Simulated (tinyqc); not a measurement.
Line shape against size: Raman line shape of confined optical phonons and breathing modes of small crystals. Computed by tinyqc, a small Python program. Command: `OMP_NUM_THREADS=1 python tinyqc.py 3012369 3012370 out.jsonl confine walk`. One thread of a shared host (Intel(R) Xeon(R) Processor @ 2.30GHz), about 0.02 s of CPU time with the checks.

Confinement in 3 direction(s) lets phonons with q away from zero scatter light. q is in units of 2 pi/a, from 0 to 1, and the branch is isotropic: omega(q)^2 = (omega_0^2 + omega_X^2)/2 + ((omega_0^2 - omega_X^2)/2) cos(pi q). The model and its constant beta are phenomenological; beta = 8 is the common choice.

Inputs (values chosen for the exercise, modelled on diamond):
```
quantity                                value      unit
bulk frequency omega_0                   1331      1/cm
frequency at the zone boundary omega_X   1190      1/cm
natural width Gamma_0                     2.3      1/cm
lattice constant a                      3.567  angstrom
size L                                    6.7        nm
confinement constant beta                   4         -
```

Shape: sphere.

Method:
- Weight W(q) = q^2 exp(-(2 L q/a)^2/(2 beta)) dq, that is exp(-k^2 L^2/(2 beta pi^2)) for k = 2 pi q/a.
- Width q_c = a sqrt(2 beta)/(2 L), where the exponential falls to 1/e; curvature of the branch: omega(q) = omega_0 - c q^2, c = pi^2 (omega_0^2 - omega_X^2)/(8 omega_0); for small q_c the mean of q^2 is (number of confined directions) q_c^2/2, and the mean shift is -c times that.
- I(omega) = int W(q) / [(omega - omega(q))^2 + (Gamma_0/2)^2] dq / int W dq x (Gamma_0/2)^2, by 400 Gauss-Legendre points on 0 < q < min(1, 2.5 a sqrt(2 beta)/L).
- The peak is the maximum of I; the width is taken between the half-maximum points, and the asymmetry is the low-side half-width over the high-side one.

mean shift, quadratic estimate = -2.80157 1/cm

Line shape:
```
L (nm)  peak shift (1/cm)  full width (1/cm)  asymmetry  mean shift, quadratic estimate (1/cm)
3                  -5.727             18.274     2.5268                                -13.974
3.6               -4.1879             13.236     2.4007                                -9.7039
4.4               -3.0208             9.4717     2.2114                                -6.4960
5.5                 -2.14              6.744     1.9624                                -4.1574
7                 -1.4968             4.9023     1.6867                                -2.5666
10               -0.88748             3.4111     1.3447                                -1.2576
15               -0.47297             2.6631     1.1116                               -0.55894
25               -0.19292             2.3644     1.0134                               -0.20122
```

The peak shift falls with exponent -1.72 at the small end and -1.76 at the large end. For still larger L it tends to the mean shift, which goes as 1/L^2; the ratio is 0.41 in the first row and 0.96 in the last. The width exceeds Gamma_0 by over 10 % for L up to 15 nm. In a sphere the factor q^2 removes the weight at q = 0, so the peak itself moves strongly.

Extremes, crossings and ranges named in words are read from the listed rows.
